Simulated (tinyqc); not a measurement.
Against doping: dopants and charged point defects at anneal temperature: Fermi-level effect, clustering and pairing. Computed by tinyqc, a small Python program. Command: `OMP_NUM_THREADS=1 python tinyqc.py 3011011 3011012 out.jsonl pairing walk`. One thread of a shared host (Intel(R) Xeon(R) Processor @ 2.30GHz), about 0.01 s of CPU time with the checks.

Boltzmann statistics and full ionisation of active dopants. Energies are counted from the valence band; the defect (a vacancy or self-interstitial) has five charge states, with all degeneracy factors one.

Inputs (values chosen for the exercise, with bands modelled on silicon):
```
quantity                                         value   unit
gap at 0 K E_g0                                   1.17     eV
Varshni alpha                                 0.000487   eV/K
Varshni beta                                       644      K
electron mass m_e                                0.317    m_0
valleys M_c                                          6      -
hole mass m_h                                    0.833    m_0
anneal temperature T                               960      K
total dopant density N                         2.1e+20  cm^-3
formation enthalpy of the neutral defect H_f      2.32     eV
formation entropy S_f                              7.7    k_B
site density N_s                                 4e+22  cm^-3
```

Dopant: donor. Second part: pairing with a mobile impurity.

defect levels as fractions of E_g(T): (2+/+), (+/0), (0/-), (-/2-): 0.089  0.29  0.37  0.91

Constants: m_0 = 9.1093837015e-31 kg; k_B = 1.380649e-23 J/K; h = 6.62607015e-34 J s; k_B = 8.617333262e-05 eV/K.

Method:
- E_g = E_g0 - alpha T^2/(T + beta).
- N_c = 2 M_c (2 pi m_e k_B T/h^2)^(3/2) and N_v = 2 (2 pi m_h k_B T/h^2)^(3/2), masses in units of m_0.
- n_i = sqrt(N_c N_v) exp(-E_g/2 k_B T); E_i = E_g/2 + (k_B T/2) ln(N_v/N_c).
- No clustering: A = N.
- n = A/2 + sqrt(A^2/4 + n_i^2) for an active density A.
- chi = n/n_i (for acceptors n_i/p); E_F = E_i + k_B T ln chi; field enhancement h = 1 + A/sqrt(A^2 + 4 n_i^2).
- C_0 = N_s exp(S_f/k_B) exp(-H_f/k_B T). Ratios to the neutral state at E_F = E_i: r_+ = exp((E(+/0) - E_i)/k_B T), r_2+ = r_+ exp((E(2+/+) - E_i)/k_B T), r_- = exp((E_i - E(0/-))/k_B T), r_2- = r_- exp((E_i - E(-/2-))/k_B T); at other E_F state q scales as chi^(-q). The enhancement is sum r_q chi^(-q)/sum r_q. The charge on the defects is left out of neutrality.
- chi = n/n_i; h = 1 + A/sqrt(A^2 + 4 n_i^2); the dopant diffusivity over its intrinsic value is D/D_i = enhancement x h x A/N, if every charge state carries the dopant equally well.

E_g = 0.890188 eV

k_B T = 0.0827264 eV

n_i = 5.97051e+17 cm^-3

E_i = 0.430924 eV

effective density of states N_b of the majority band = 1.53829e+20 cm^-3

neutral defects C_0 = 5.84337e+13 cm^-3

Charge states:
```
state      ratio r  intrinsic (cm^-3)  doped (cm^-3)
2+     1.76468e-03        1.03117e+11    8.33503e+05
+      1.23879e-01        7.23871e+12    2.05802e+10
0      1.00000e+00        5.84337e+13    5.84337e+13
-      3.41303e+00        1.99436e+14    7.01479e+16
2-     3.48907e-02        2.03879e+12    2.52229e+17
```

Trend at the anneal temperature:
```
N (cm^-3)  active A (cm^-3)         chi  defect enhancement  mean charge       D/D_i
1.80e+16           1.80e+16  1.0152e+00          1.0112e+00      -0.7377  1.0264e+00
6.30e+16           6.30e+16  1.0542e+00          1.0398e+00      -0.7475  1.0946e+00
2.20e+17           2.20e+17  1.2011e+00          1.1488e+00      -0.7793  1.3569e+00
7.80e+17           7.80e+17  1.8476e+00          1.6383e+00      -0.8643  2.5342e+00
2.70e+18           2.70e+18  4.7335e+00          3.9277e+00      -0.9849  7.5198e+00
9.60e+18           9.60e+18  1.6141e+01          1.4253e+01      -1.1239  2.8397e+01
3.40e+19           3.40e+19  5.6964e+01          6.7483e+01      -1.3636  1.3493e+02
1.20e+20           1.20e+20  2.0099e+02          4.5840e+02      -1.6718  9.1677e+02
4.20e+20           4.20e+20  7.0346e+02          4.3003e+03      -1.8778  8.6006e+03
```

What follows from these numbers?

Well below n_i = 5.97e17 cm^-3 chi and the enhancement are near 1. At any doping d ln(enhancement)/d ln chi equals minus the mean charge, which goes from -0.74 to -1.88 over the rows. Rows with carriers above N_b lie beyond Boltzmann statistics. Caution: the carrier density exceeds the effective density of states, where Boltzmann statistics understate the shift of E_F and so the density of charged defects (gap narrowing, also left out, works the other way).
